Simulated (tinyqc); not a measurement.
Worked calculation: Kronig-Penney superlattice by transfer matrices. Values are carried at full precision from step to step, so a last printed digit may differ when a step is redone from the rounded ones.

Wells (width a, potential 0, mass mw) alternate with barriers (width b, height V0, mass mb); period d = a + b; c = hbar^2/2m0. The vector (psi, psi'/m) is continuous, and a layer of thickness t carries it by M = [[cos kt, (m/k) sin kt], [-(k/m) sin kt, cos kt]] with k = sqrt(m (E - V)/c); for E < V, k = i kappa gives [[cosh, (m/kappa) sinh], [(kappa/m) sinh, cosh]] of kappa t. A Bloch state obeys cos(q d) = tr(Mb Mw)/2.

Constants: hbar^2/2m0 = 3.80998211 eV angstrom^2; hbar = 6.58211957e-16 eV s.

Parameters, chosen for this exercise (near those of a GaAs superlattice with barriers of AlGaAs; the results hold for these values, not for the real material): a = 60 angstrom (well width); b = 22 angstrom (barrier width); V0 = 0.203 eV (barrier height); mw = 0.0676 m0 (mass in the wells); mb = 0.0878 m0 (mass in the barriers); E = 0.0989 eV (trial energy); F = 20 kV/cm (field along the axis).

## Layer matrices at one energy

Form the matrix of the well and of the barrier at E.

k in the well = 0.04189 1/angstrom
kappa in the barrier = 0.04898 1/angstrom

Mw (angstrom units):
```
[[-0.80909, 0.94838],
 [-0.36417, -0.80909]]
```

Mb (angstrom units):
```
[[1.6389, 2.3277],
 [0.72437, 1.6389]]
```

## The matrix of one period

Multiply M = Mb Mw and take half the trace. If its size is at most 1, E lies in a miniband and q d = arccos(tr M/2); otherwise the state decays by exp(-arccosh|tr M/2|) a period.

M:
```
[[-2.1737, -0.32899],
 [-1.1829, -0.63907]]
```

tr M/2 = -1.4064
q d in a band, or the decay exponent in a gap = 0.874

E lies in a gap; det M = 1.0000, as for any such product.

## Miniband edges

The edges are the energies where tr M/2 = +1 (q = 0) or -1 (q = pi/d); the first three minibands.

Minibands:
```
band  bottom (eV)  top (eV)  width (meV)
1          0.0403    0.0790         38.6
2          0.1743    0.3201        145.8
3          0.4192    0.7299        310.7
```

1 miniband of these lies wholly below V0. The first gap is 95.4 meV wide; the single well of width a has E1 = 0.0569 eV, inside the first miniband.

## Dispersion along the axis

Solve tr M/2 = cos(q d) inside each miniband at q d/pi = 0, 1/6, ..., 1. The cosine form is E_bottom + (W/2)(1 - cos q d) with the true width W.

Energies (eV):
```
q d/pi  band 1  cosine form  band 2
0.000   0.0403       0.0403  0.3201
0.167   0.0421       0.0429  0.3015
0.333   0.0472       0.0500  0.2673
0.500   0.0552       0.0596  0.2333
0.667   0.0652       0.0693  0.2039
0.833   0.0747       0.0764  0.1826
1.000   0.0790       0.0790  0.1743
```

The cosine form, which holds for hopping between neighbouring wells alone, misses band 1 by at most 4.4 meV, 11 % of its width.

## Mass along the axis

With f(E) = tr M/2, 1 - (q d)^2/2 = 1 + f'(E_bottom)(E - E_bottom) gives m_z = -2 c f'/d^2 (f' by a central difference of 1e-6 eV at the bottom of band 1). The cosine form gives 4 c/(W d^2), W the width of band 1 between tr M/2 = +1 and -1.

f' = -78.66 1/eV
m_z = 0.08915 m0
m_z of the cosine form = 0.05869 m0
W = 38.62 meV

The mass along the axis is 1.32 times mw.

## In a field along the axis

One-band picture: ladder spacing e F d, Bloch frequency e F d/(2 pi hbar), and extent W/(e F) of a Stark state, with W the width of band 1; 1 kV/cm = 1e-5 V/angstrom.

e F d = 16.400 meV
Bloch frequency = 3.966 THz
W/(e F d) = 2.35 periods

The state spreads over about 2 periods.

## Checks

- Bottom of band 1 from 121 plane waves (the mass step taken by inverting the matrix of m) against the transfer matrix, eV: both 0.0403.

Computed by tinyqc, a small Python program: `OMP_NUM_THREADS=1 python tinyqc.py 1282437 1282438 out.jsonl` (the numbers bound the seed that draws the inputs); one thread of a shared host (Intel(R) Xeon(R) Processor @ 2.30GHz), about 0.09 s for the whole set of steps.
